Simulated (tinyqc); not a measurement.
Gate voltage for a given inversion charge.

Problem. p-type body, charge-sheet picture, depletion and inversion only, full ionisation (an idealisation for deep acceptors), Boltzmann statistics (rough once Na exp(x - xn) passes about Nc/7). In units of Vt: xg = (Vg - Vfb)/Vt, x = psi/Vt, G = gamma/sqrt(Vt), xn = (2 phiF + Vc)/Vt. The implicit equation is (xg - x)^2 = G^2 [x - 1 + exp(x - xn)] for x above about 3. Cox = eps0 eox/tox. ni = sqrt(Nc Nv) exp(-Eg/(2 Vt)), Eg in volts; phiF = Vt ln(Na/ni); gamma = sqrt(2 q eps0 eps_r Na)/Cox. N_inv = (Cox Vt G/q) [sqrt(x - 1 + exp(x - xn)) - sqrt(x - 1)]. Find x - xn, psi and Vg.

Inputs (values chosen for the exercise); band and dielectric values close to those of silicon:
- T = 250 K (temperature)
- Eg = 1.1 eV (band gap)
- eps_r = 11.5 (relative permittivity)
- Nc = 2.15e19 cm^-3 (conduction-band density of states at T)
- Nv = 2.01e19 cm^-3 (valence-band density of states at T)
- eox = 3.9 (relative permittivity of the gate insulator (close to silicon dioxide))
- tox = 13 nm (insulator thickness)
- Na = 4.6e17 cm^-3 (acceptor density)
- Vfb = -0.48 V (flat-band voltage)
- Vc = 0 V (channel-body voltage)

Constants: q = 1.602176634e-19 C, kB = 1.380649e-23 J/K, Vt = kB T/q, eps0 = 8.8541878128e-14 F/cm where lengths are in cm. Results are converted to the units shown.

N_inv = 9.8e10 cm^-2

Solution. N_inv rises steadily with x, so it fixes x; the implicit equation then gives xg directly.

x - xn = 1.316
psi = 0.9642 V
Vg = 1.959 V

Program tinyqc, `OMP_NUM_THREADS=1 python tinyqc.py 2122201 2122202 out.jsonl`; Intel Xeon 2.30GHz, shared host, one thread, about 0.01 s.
